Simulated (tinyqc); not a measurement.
Changing the h: Tersoff bond-order potential. Computed by tinyqc, a small Python program. Command: `OMP_NUM_THREADS=1 python tinyqc.py 3009346 3009347 out.jsonl tersoff sweep`. One thread of a shared host (Intel(R) Xeon(R) Processor @ 2.30GHz), about 0.02 s of CPU time with the checks.

E = (1/2) sum_(i, j != i) [A exp(-lambda r_ij) - b_ij B exp(-mu r_ij)], b_ij = (1 + (beta zeta_ij)^n)^(-1/(2n)), zeta_ij = sum_(k != i, j) g(theta_ijk), g = 1 + c^2/d^2 - c^2/(d^2 + (h - cos theta)^2), with theta at atom i. Only nearest neighbours count (cut-off function 1 for them, 0 beyond).

Inputs (values chosen for the exercise, modelled on carbon): A = 1389.9 eV; B = 342.66 eV; lambda = 3.4879 1/angstrom; mu = 2.2119 1/angstrom; beta = 1.46e-07; n = 0.7199; c = 38330; d = 4.403.

Constants: 1 eV/angstrom^3 = 160.2176634 GPa.

Method:
- zeta = 3 g(cos theta = -1/3).
- With z equal bonds of order b, r = ln(lambda A/(mu b B))/(lambda - mu) and E per atom = -(z/2) b B exp(-mu r)(1 - mu/lambda).
- a0 = 4 r/sqrt3; B0 = phi''(r)/(3 a0) with phi'' = mu (lambda - mu) b B exp(-mu r), since b does not change under uniform scaling.
- Second derivatives of the energy per atom, volume V = a0^3/8: e_xx gives C11; e_xx = -e_yy gives 2 (C11 - C12); e_xy = e_yx = s/2 with a sublattice shift u_z gives C44 = (E_ss - E_su^2/E_uu)/V and Kleinman's parameter |E_su/E_uu|/(a0/4).
- Each of the four neighbours loses one bond; its three other bonds now have zeta = 2 g, for the direction that starts at it. E_v = -E + 12 x (1/2)(b(3g) - b(2g)) B exp(-mu r), where -E is the pair-like cost.

One run for each value; columns: (1) h; (2) bond order b; (3) energy per atom of the diamond lattice (eV); (4) C44 (GPa); (5) unrelaxed vacancy energy E_v (eV); (6) Kleinman's parameter:
```
(1)        (2)      (3)     (4)     (5)      (6)
-0.75  0.78581  -5.2000   325.3  2.8534  0.53901
-0.70  0.81368  -5.7198   390.9  3.4776  0.46387
-0.65  0.84234  -6.2874   467.4  4.2051  0.38369
-0.60  0.87148  -6.9000   555.4  5.0407  0.29965
-0.55  0.90066  -7.5500   654.5  5.9805  0.21280
-0.50  0.92920  -8.2221   763.6  7.0066  0.12336
-0.45  0.95611  -8.8892   881.3  8.0762  0.02908
-0.40  0.97979  -9.5040  1009.1  9.1045  0.08035
-0.30  0.99243  -9.8430   924.7  9.6882  0.08919
```

Over the rows, bond order b rises from 0.786 to 0.992; energy per atom of the diamond lattice (eV) falls from -5.20 to -9.84; C44 (GPa) goes from 325 through a maximum among these rows, 1010 at -0.400, to 925. zeta of the diamond lattice is least when h equals cos(109.47 degrees) = -1/3; there the bond order is highest and a vacancy gains least from stronger back bonds. Left out: -0.350 (the run failed its checks).

Extremes, crossings and ranges named in words are read from the listed rows.
